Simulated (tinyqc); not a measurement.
What moves the results: Tamm state at the end of a one-band chain. A value that a table varies takes the place of the one given here.

A half-infinite chain with site energy 0 and hopping -t, band E = -2t cos(ka); the end site has energy D. The surface Green function of the unperturbed half chain is g = (E -/+ sqrt(E^2 - 4t^2))/(2t^2), the root with |t g| <= 1 and Im g <= 0, and with the shift G = g/(1 - D g).

Inputs chosen for the exercise:
- t = 1.81 eV (hopping)
- a = 2.7 angstrom (spacing)
- D = -3.95 eV (shift of the end site)
- E = -2.24 eV (energy in the band)

## Threshold for a surface state

For |D| > t: E = D + t^2/D, weight on the end site 1 - t^2/D^2, decay length of the amplitude a/ln|D/t|; a dash: no bound state. The last column is the surface density -Im G/pi at E = 0.

Against D:

| D/t | D (eV) | E (eV) | end weight | decay length (angstrom) | density at E = 0 (1/eV) |
|---|---|---|---|---|---|
| -3.00 | -5.430 | -6.0333 | 0.8889 | 2.46 | 0.0176 |
| -2.00 | -3.620 | -4.5250 | 0.7500 | 3.90 | 0.0352 |
| -1.40 | -2.534 | -3.8269 | 0.4898 | 8.02 | 0.0594 |
| -1.10 | -1.991 | -3.6365 | 0.1736 | 28.33 | 0.0796 |
| -0.80 | -1.448 | - | - | - | 0.1072 |
| 0.50 | 0.905 | - | - | - | 0.1407 |
| 0.95 | 1.720 | - | - | - | 0.0924 |
| 1.05 | 1.901 | 3.6243 | 0.0930 | 55.34 | 0.0836 |
| 1.30 | 2.353 | 3.7453 | 0.4083 | 10.29 | 0.0654 |
| 2.50 | 4.525 | 5.2490 | 0.8400 | 2.95 | 0.0243 |

A state splits off only for |D| > t = 1.81 eV, although in the middle of an endless chain any shift binds one. Just past the threshold, at D/t = 1.05, it lies 4.3 meV outside the band and spreads over 55.3 angstrom; at D/t = -3 it holds 89 % of the end site, and the density left at the band centre has fallen to 0.10 of the clean value.

## What each parameter does

E = D + t^2/D, weight 1 - (t/D)^2, decay length -a/ln|t/D|, surface density -Im G/pi at E. Each row changes one parameter from the base and keeps the others.

Results:

| case | bound level (eV) | weight | decay (angstrom) | density (1/eV) |
|---|---|---|---|---|
| base | -4.7794 | 0.7900 | 3.460 | 0.0451 |
| t = 1.9005 eV | -4.8644 | 0.7685 | 3.691 | 0.0471 |
| D = -4.74 eV | -5.4312 | 0.8542 | 2.805 | 0.0299 |
| a = 2.97 angstrom | -4.7794 | 0.7900 | 3.806 | 0.0451 |
| E = -1.12 eV | -4.7794 | 0.7900 | 3.460 | 0.0379 |

The largest shifts from the base row, up to three for each result and ties (the steps differ in size, so this ranks the rows, not the parameters). bound level (eV): D -0.6518, t -0.0850; unchanged at the printed digits by a and E. weight: D +0.0642, t -0.0215; unchanged at the printed digits by a and E. decay (angstrom): D -0.655, a +0.346, t +0.231; unchanged at the printed digits by E. density (1/eV): D -0.0152, E -0.0072, t +0.0020; unchanged at the printed digits by a.

Program tinyqc; command `OMP_NUM_THREADS=1 python tinyqc.py 1482099 1482100 out.jsonl`; about 0.01 s on one thread of a shared Intel(R) Xeon(R) Processor @ 2.30GHz.
